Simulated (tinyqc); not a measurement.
Hole subbands of a hard-walled well, four-band Luttinger model: one step. Levels at k = 0. Three cases, with inputs chosen for the exercise.

Task: R and S vanish: HHn = c (g1 - 2 g2)(n pi/L)^2 - Zs and LHn = c (g1 + 2 g2)(n pi/L)^2 + Zs, c = hbar^2/2m0, hole energies counted downwards. Sort HH1 to HH4 and LH1, LH2.

Constants: hbar^2/2m0 = 3.80998211 eV angstrom^2.

Give: a table of subband, E (eV).

Case 1.

Values chosen (out of a larger set: near those of Ge; not measured data): g1 = 13.46 (Luttinger gamma1); g2 = 4.27 (gamma2); L = 195 angstrom (well width along [001]).

shear strain energy Zs = -0.0434684 eV

Result:

Levels:
```
subband   E (eV)
LH1      -0.0217
LH2       0.0436
HH1       0.0483
HH2       0.0629
HH3       0.0873
HH4       0.1213
```

The top subband is LH1, 65.3 meV from LH2.

Case 2.

Values chosen (out of a larger set: near those of GaAs; not measured data): g1 = 6.98 (Luttinger gamma1); g2 = 2.06 (gamma2); L = 70 angstrom (well width along [001]).

shear strain energy Zs = 0.0583661 eV

Result:

Levels:
```
subband   E (eV)
HH1      -0.0364
HH2       0.0294
HH3       0.1392
LH1       0.1435
HH4       0.2928
LH2       0.3991
```

The top subband is HH1, 65.8 meV from HH2.

Case 3.

Values chosen (out of a larger set: near those of GaAs; not measured data): g1 = 7.05 (Luttinger gamma1); g2 = 2.06 (gamma2); L = 150 angstrom (well width along [001]).

shear strain energy Zs = 0.0397495 eV

Result:

Levels:
```
subband   E (eV)
HH1      -0.0349
HH2      -0.0202
HH3       0.0043
HH4       0.0386
LH1       0.0584
LH2       0.1144
```

The top subband is HH1, 14.7 meV from HH2.

Computed by tinyqc, one run a case: `OMP_NUM_THREADS=1 python tinyqc.py N N+1 out.jsonl` with N = 1281284, 1281316, 1281839; one thread of a shared Intel(R) Xeon(R) Processor @ 2.30GHz, about 0.1 s a run at most.
